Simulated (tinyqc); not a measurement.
Against the Fermi level: single-band model of a thermoelectric material. Computed by tinyqc, a small Python program. Command: `OMP_NUM_THREADS=1 python tinyqc.py 3024387 3024388 out.jsonl thermo walk`. One thread of a shared host (Intel(R) Xeon(R) Processor @ 2.30GHz), about 0.01 s of CPU time with the checks.

One spherical band, one scattering law, no minority carriers and no phonon drag. In a real material minority carriers limit |S| to about E_g/(2 e T), so larger values are formal. eta = E_F/(k_B T) is counted from the band edge; f = 1/(1 + exp(x - eta)).

Inputs (values chosen for the exercise, modelled on p-type Bi2Te3):
```
quantity                              value        unit
density-of-states mass m                  1         m_0
non-parabolicity alpha                  3.8        1/eV
mobility parameter mu_300               550  cm^2/(V s)
temperature exponent p                    2           -
lattice thermal conductivity kappa_L    0.8     W/(m K)
temperature T                           370           K
```

Band: Kane. Scattering: acoustic phonons, r = -0.5.

Constants: k_B = 8.617333262e-05 eV/K; e = 1.602176634e-19 C; m_0 = 9.1093837015e-31 kg; k_B = 1.380649e-23 J/K; hbar = 1.054571817e-34 J s.

Method:
- With x = E/(k_B T), a = alpha k_B T (0 for a parabolic band), G = x (1 + a x), D = 1 + 2 a x and <y> = int y f (1 - f) dx, f = 1/(1 + exp(x - eta)): tau = tau_0 G^r/D; transport function s = G^(3/2 + r)/D^2; n = N_0 <G^(3/2)> with N_0 = (2 m k_B T)^(3/2)/(3 pi^2 hbar^3).
- Integrals over x = E/(k_B T) use 160 Gauss-Legendre points in u = sqrt(x) from 0 to sqrt(max(eta, 0) + 32).
- sigma = e mu_0 N_0 <s> with mu_0 = e tau_0/m = mu_300 (T/300 K)^(-p); |S| = (k_B/e)(<x s>/<s> - eta); Lorenz number L = (k_B/e)^2 (<x^2 s>/<s> - (<x s>/<s>)^2); kappa_e = L sigma T; zT = S^2 sigma T/(kappa_L + kappa_e).

The same material at other dopings:
```
eta  n (1/cm^3)  |S| (microvolt/K)  sigma (S/cm)  power factor (microwatt/(cm K^2))          zT
-4   9.3862e+17             486.66          16.5                         3.9191e+00  1.7978e-01
-3   2.5286e+18             401.71          44.1                         7.1237e+00  3.2235e-01
-2   6.7143e+18             318.75         114.3                         1.1611e+01  5.0754e-01
-1   1.7227e+19             240.46         275.9                         1.5954e+01  6.4420e-01
0    4.1259e+19             171.47         582.8                         1.7135e+01  5.9575e-01
1    8.8922e+19             116.50        1019.3                         1.3835e+01  3.8878e-01
2    1.7010e+20              76.91        1478.9                         8.7492e+00  1.9576e-01
4    4.6293e+20              33.14        2158.3                         2.3710e+00  3.7294e-02
6    9.7195e+20              15.21        2515.9                         5.8214e-01  7.5629e-03
10   2.8414e+21               4.46        2811.9                         5.5903e-02  6.2976e-04
```

What follows from these numbers?

|S| falls and sigma rises with eta, so their product S^2 sigma peaks: among these rows at eta = 0, and zT at eta = -1, where |S| = 240 microvolt/K. zT stays above 90 % of its best row from n = 1.7e19 to 4.1e19 per cm^3.

Extremes, crossings and ranges named in words are read from the listed rows.
